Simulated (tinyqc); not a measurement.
Extrapolating accelerated tests: lateral field, substrate current, probability of reaching the oxide barrier and hot-carrier lifetime of a silicon transistor (pseudo-two-dimensional and lucky-electron models). Computed by tinyqc, a small Python program. Command: `OMP_NUM_THREADS=1 python tinyqc.py 3014210 3014211 out.jsonl hotcar walk`. One thread of a shared host (Intel(R) Xeon(R) Processor @ 2.30GHz), about 0.01 s of CPU time with the checks.

Local-field models: a lucky carrier gains its energy at the peak field over a path free of collisions. Voltages are magnitudes.

Inputs (values chosen for the exercise, modelled on a silicon n-channel):
```
quantity                             value                      unit
channel length L                      1600                        nm
oxide thickness t                       40                        nm
junction depth x_j                     390                        nm
mobility mu                            410                cm^2/(V s)
saturation velocity v_s               0.85                  1e7 cm/s
threshold voltage V_T                  0.5                         V
gate voltage V_G                       3.4                         V
drain voltage V_D                      7.9                         V
ionisation prefactor A_i           1.7e+06                      1/cm
ionisation field B_i                  1.68                     MV/cm
hot-carrier mean free path lambda      8.2                        nm
oxide barrier phi_b                    3.1                        eV
interface-trap threshold phi_it        3.6                        eV
lifetime constant H                      3  s microampere/micrometre
```

Drain: abrupt.

Constants: eps_0 = 8.8541878128e-12 F/m.

Method:
- C_ox = 3.9 eps_0/t; F_sat = 2 v_s/mu; V_Dsat = V_ov F_sat L/(V_ov + F_sat L), V_ov = V_G - V_T; I_D/W = C_ox v_s (V_ov - V_Dsat).
- Scale length l = 0.22 t^(1/3) x_j^(1/2) (all in cm); F_m = sqrt(((V_D - V_Dsat)/l_e)^2 + F_sat^2), with l_e = l; length of the velocity-saturated region l_e ln((V_D - V_Dsat)/(l_e F_sat) + F_m/F_sat).
- Substrate current I_sub/I_D = (A_i/B_i)(V_D - V_Dsat) exp(-B_i/F_m); probability of reaching the oxide barrier exp(-phi_b/(e lambda F_m)); lifetime tau = (H/(I_D/W)) exp(phi_it/(e lambda F_m)).
- V_10 solves tau = 3.156e8 s at the given V_G. The extrapolation fits ln(tau) against 1/V_D at 1, 1.08, 1.16 and 1.25 times the given V_D (rounded to 3 digits) by least squares and reads off the same tau.

V_Dsat = 2.01791 V

Stress points:
```
V_D (V)  1/V_D (1/V)     tau (s)
7.90         0.12658  4.5014e+05
8.53         0.11723  9.7911e+04
9.16         0.10917  2.7679e+04
9.88         0.10121  8.3258e+03
```

ten-year drain voltage V_10 = 6.1490 V

V_10 from the 1/V_D extrapolation = 5.9386 V

The extrapolation is 210 mV below the true value: ln(tau) is nearly linear in 1/(V_D - V_Dsat), not in 1/V_D, so the straight line errs on the safe side when one extrapolates down.

Extremes, crossings and ranges named in words are read from the listed rows.
